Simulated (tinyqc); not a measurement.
Electron-beam lithography: double-Gaussian proximity function, edge placement and dose correction for parallel lines. From width change per 1 % of dose back to pattern density around the test line. Computed by tinyqc, a small Python program. Command: `OMP_NUM_THREADS=1 python tinyqc.py 3111632 3111633 out.jsonl proximity inv`. One thread of a shared host (Intel(R) Xeon(R) Processor @ 2.30GHz), about 0.01 s of CPU time with the checks.

Lines are infinitely long. Absorbed energy is counted so that the middle of a very large area written at dose 1 receives 1; the resist develops where it exceeds 1/2.

Inputs (values chosen for the exercise, of the order of those for 50 keV electrons in resist on silicon):

| quantity | value | unit |
|---|---|---|
| forward range alpha | 0.02 | micrometre |
| backscatter ratio eta | 1 | - |
| base dose D0 | 69 | microcoulomb/cm^2 |
| width of the test line | 0.22 | micrometre |

Method. A test line of width w << beta in surroundings of density rho, all at dose d: near its edge E(x) = d [S + eta rho]/(1 + eta), S = [erf((b - x)/alpha) - erf((a - x)/alpha)]/2 for edges a and b, the second term being the background energy. Dose to size d_s = (1 + eta)/(erf(w/alpha) + 2 eta rho), dose = d_s D0; edge slope d [1 - exp(-w^2/alpha^2)]/(sqrt(pi) alpha (1 + eta)); width change per 1 % of dose = 2 x 0.01 x (1/2)/slope.

Question. A run gave the result below. Find the pattern density around the test line, known to lie between 0.55 and 0.83.

width change per 1 % of dose = 0.917493 nm

Answer.

Each step takes the trial c = (a f_b - b f_a)/(f_b - f_a), f being the result less the target and a, b, c the logarithms of the listed values; c replaces end b, the old b replaces a if the sign of f changed, and otherwise f_a is halved.

Scan of the range:

| pattern density around the test line | width change per 1 % of dose (nm) |
|---|---|
| 0.550 | 0.744431 |
| 0.589 | 0.772081 |
| 0.631 | 0.801858 |
| 0.676 | 0.833762 |
| 0.724 | 0.867793 |
| 0.775 | 0.903951 |
| 0.830 | 0.942945 |

False position (Illinois rule, in the logarithm of the input) inside the bracket:

| step | end a | end b | trial | width change per 1 % of dose (nm) |
|---|---|---|---|---|
| 1 | 0.775000 | 0.830000 | 0.793674 | 0.917191 |
| 2 | 0.830000 | 0.793674 | 0.794091 | 0.917486 |
| 3 | 0.830000 | 0.794091 | 0.794109 | 0.917499 |
| 4 | 0.794091 | 0.794109 | 0.794100 | 0.917493 |

Width change per 1 % of dose rises at every point of a 13-point scan of the range (every second point is shown), so one value fits; it is bracketed by 0.775 and 0.830. The scan shows a straight line, so linear interpolation between any two rows gives the answer at once. Answer: pattern density around the test line = 0.7941.
